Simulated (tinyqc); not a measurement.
Worked calculation: Cahn-Hilliard equation on a periodic one-dimensional grid. Computed by tinyqc, a small Python program that keeps every step. Command: `OMP_NUM_THREADS=1 python tinyqc.py 3012412 3012413 out.jsonl cahn walk`. One thread of a shared host (Intel(R) Xeon(R) Processor @ 2.30GHz), about 0.03 s of CPU time with the checks. Intermediate numbers are printed to about 6 digits and carried at full precision; extremes and crossings named in words are read from the listed rows.

Free energy F = h sum_j [A (c_j^2 - 1)^2/4 + (kappa/2) ((c_(j+1) - c_j)/h)^2]; dc/dt = Lap(mu), mu = A (c^3 - c) - kappa Lap(c), Lap(y)_j = (y_(j+1) - 2 y_j + y_(j-1))/h^2, mobility 1; the grid has n = 12 points.

Inputs (values chosen for the exercise, in reduced units):
```
quantity,value,unit
spacing h,1.1,-
well depth A,1.4,-
gradient coefficient kappa,1.4,-
mean composition c0,-0.078,-
noise amplitude,0.05,-
time step dt,0.14,-
end time,60,-
```

Scheme: semi-implicit Fourier.

## Linear stability

f'' = A (3 c0^2 - 1). Mode m has lambda_m = (4/h^2) sin^2(pi m/n) and the rate w_m = -lambda_m (f'' + kappa lambda_m). In the continuum the fastest wavelength is 2 pi sqrt(2 kappa/|f''|) with the rate f''^2/(4 kappa). Explicit steps near c = +-1, where f'' = 2A, are stable for dt < 2/(16 kappa/h^4 + 8 A/h^2).

f'' = -1.37445

Modes of the grid:
```
m,lambda_m,w_m
1,0.22145,0.2357
2,0.82645,0.1797
3,1.65289,-1.5531
4,2.47934,-5.1982
5,3.08434,-9.0791
6,3.30579,-10.7559
```

fastest wavelength = 8.96798

largest rate = 0.337340

explicit limit of dt = 0.0814475

2 mode(s) grow; the fastest on the grid is m = 1, while the box holds 1.47 fastest wavelengths. dt is 1.72 of the explicit limit.

## The first step

random numbers: [0.303, 0.729, 0.311, 0.041, -0.116, -0.599, -0.585, 0.137, -0.302, -0.227, -0.527, 0.484]

Start: c_j = c0 + amplitude x (z_j - mean of z). With Fourier components y_m = sum_j y_j exp(-2 pi i j m/n): c_m(new) = [c_m - dt lambda_m N_m]/(1 + dt kappa lambda_m^2), N = A (c^3 - c), lambda_m = (4/h^2) sin^2(pi m/n).

c at the start: [-0.061387, -0.040087, -0.060988, -0.074487, -0.082337, -0.106487, -0.105788, -0.069687, -0.091637, -0.087887, -0.102888, -0.052338]

mu at the start: [0.050503, 0.104859, 0.076503, 0.097167, 0.133351, 0.118640, 0.105486, 0.164254, 0.097480, 0.143786, 0.066675, 0.142030]

c after one step: [-0.055326, -0.042418, -0.058469, -0.073576, -0.085631, -0.106119, -0.102814, -0.075497, -0.088002, -0.092066, -0.097053, -0.059030]

F at the start = 4.56405

F after one step = 4.56273

## The run

Run to the end time; break off if |c| exceeds 3 or F has risen by more than 1e-9 in more than 30 steps. Domains = stretches with c > c0.

Course:
```
step,t,F,min c,max c,domains
0,0.00,4.56405,-0.106487,-0.040087,2
9,1.26,4.56083,-0.107350,-0.035261,1
21,2.94,4.55722,-0.117412,-0.015563,1
43,6.02,4.53657,-0.152163,0.042109,1
64,8.96,4.46091,-0.214175,0.146148,1
86,12.04,4.18537,-0.338667,0.335685,1
129,18.06,2.84120,-0.774198,0.776591,1
172,24.08,2.57814,-0.952405,0.923898,1
236,33.04,2.57578,-0.968212,0.937675,1
300,42.00,2.57577,-0.968480,0.937690,1
365,51.10,2.57575,-0.968500,0.937481,1
429,60.06,2.57573,-0.968515,0.937270,1
```

c at the end: [0.911573, 0.937270, 0.825649, 0.396098, -0.437852, -0.843906, -0.956078, -0.968515, -0.907580, -0.651903, 0.058855, 0.700390]

F at the end = 2.57573

steps in which F rose = 0

F never rises by more than 1e-9 in a step. The count of domains goes from 2 in the noise to 1 at the end, and c spans -0.969 to 0.937.

## Interfaces

Continuum wall between c = -1 and +1: c = tanh(x/w), w = sqrt(2 kappa/A), energy s = (2/3) sqrt(2 kappa A). With two walls per domain, the estimate of F at the end is 2 x domains x s. Volume fraction of the +1 phase by the lever rule: (1 + c0)/2.

wall half width w = 1.41421

wall energy s = 1.31993

estimate of F = 2.63987

volume fraction = 0.461

w/h = 1.28565

The run ends at F = 2.5757, 0.98 of the estimate: close to it, but the extremes of c are -0.969 and 0.937.

Checks made by the program: conservation of the mean (relative difference below 1e-10).
